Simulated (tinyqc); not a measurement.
# Two-dimensional dopant profile at a mask edge: lateral junction, overlap and effective channel length, step by step

A worked calculation. Computed by tinyqc, a small Python program that keeps every step. Command: `OMP_NUM_THREADS=1 python tinyqc.py 3005613 3005614 out.jsonl lateral walk`. One thread of a shared host (Intel(R) Xeon(R) Processor @ 2.30GHz), about 0.01 s of CPU time with the checks. Intermediate numbers are printed to about 7 digits and carried at full precision; extremes and crossings named in words are read from the listed rows.

Ions enter for y < 0; the mask (spacer, then gate) covers y > 0. x is the depth. The surface reflects dopant during the anneal.

Inputs (values chosen for the exercise, modelled on a source-drain extension in silicon):
```
quantity               value    unit
dose Q               1.1e+14  1/cm^2
projected range R_p       31      nm
vertical straggle         12      nm
lateral straggle         7.9      nm
anneal budget D t    1.8e-12    cm^2
channel doping C_B   3.1e+18  1/cm^3
gate length L_g          220      nm
offset spacer            7.9      nm
oxide thickness          3.4      nm
```

Constants: eps_0 = 8.8541878128e-12 F/m.

## Widths and vertical profile

Widths s_x^2 = (vertical straggle)^2 + 2 D t, s_y^2 = (lateral straggle)^2 + 2 D t. C(x, y) = V(x) (1/2) erfc(y/(sqrt2 s_y)), V(x) = Q/(sqrt(2 pi) s_x) [exp(-(x - R_p)^2/(2 s_x^2)) + exp(-(x + R_p)^2/(2 s_x^2))]; 1 nm = 1e-7 cm. The vertical junction far from the mask solves V(x) = C_B.

s_x = 22.44994 nm

s_y = 20.55262 nm

V at the surface = 1.506860e+19 1/cm^3

V at R_p = 1.997876e+19 1/cm^3

vertical junction x_j = 74.08456 nm

## Lateral junction at the surface

The lateral junction at depth x solves C = C_B: y_j(x) = sqrt2 s_y erfc^-1(2 C_B/V(x)). Overlap under the gate = y_j(0) - spacer; metallurgical channel L_met = L_g - 2 overlap (tails from the two sides are not added). Abruptness at y_j(0) in nm per decade = ln(10) s_y sqrt(pi/2) exp(u^2) erfc(u), u = y_j/(sqrt2 s_y). Overlap capacitance per width = 3.9 eps_0 overlap/t_ox (zero if there is no overlap).

lateral junction y_j(0) = 16.88072 nm

ratio y_j(0)/x_j = 0.2278575

overlap = 8.980719 nm

metallurgical channel L_met = 202.0386 nm

lateral abruptness = 34.19397 nm/decade

overlap capacitance = 0.09121065 fF/um

The two overlaps take 8 % of the gate length.

## Junction contour

The lateral junction at depth x solves C = C_B: y_j(x) = sqrt2 s_y erfc^-1(2 C_B/V(x)). Depths are 0, 0.15, 0.3, 0.45, 0.6, 0.75, 0.9 and 0.97 of x_j.

Contour:
```
x/x_j    x (nm)    V (1/cm^3)   y_j (nm)
0.00    0.00000  1.506860e+19   16.88072
0.15   11.11268  1.656840e+19   18.26350
0.30   22.22537  1.928615e+19   20.37654
0.45   33.33805  1.976345e+19   20.70608
0.60   44.45074  1.640461e+19   18.12111
0.75   55.56342  1.075467e+19   11.47892
0.90   66.67610  5.531339e+18   -3.12590
0.97   71.86202  3.730456e+18  -19.69178
```

The contour reaches furthest, 20.71 nm, at x/x_j = 0.45 among these rows, below the surface, where punch-through would start. It crosses the mask edge where V = 2 C_B.

## What the anneal budget does

x_j solves V(x) = C_B. Budgets are multiples of the given D t (at 0 the mirror term is kept, which overstates V(0) as implanted); those with V(0) not above 2.5 C_B are left out.

Junctions (nm):
```
multiple       s_x       s_y       x_j    y_j(0)    y_j/x_j     L_met
0.3       15.87451  13.05412   64.2078   4.07652  0.0634895  227.6470
1.0       22.44994  20.55262   74.0846  16.88072  0.2278575  202.0386
2.0       29.39388  27.97159   83.1606  25.49190  0.3065382  184.8162
4.0       39.79950  38.76093   94.9981  33.97217  0.3576087  167.8557
8.0       54.99091  54.24399  110.4744  40.49340  0.3665411  154.8132
16.0      76.83749  76.30472  130.4438  41.24705  0.3162055  153.3059
```

The ratio y_j/x_j goes from 0.06 to 0.32: as implanted, x_j includes R_p and y_j only the lateral straggle; after long diffusion both scale roughly with sqrt(D t) as long as V(0) stays far above C_B, and the ratio stays below 1 because the edge starts from half the concentration and an erfc falls faster than the Gaussian. L_met shrinks by 74.3 nm over the rows.

Checks made by the program: lateral profile against the convolution of a step with a Gaussian (relative difference below 1e-10).
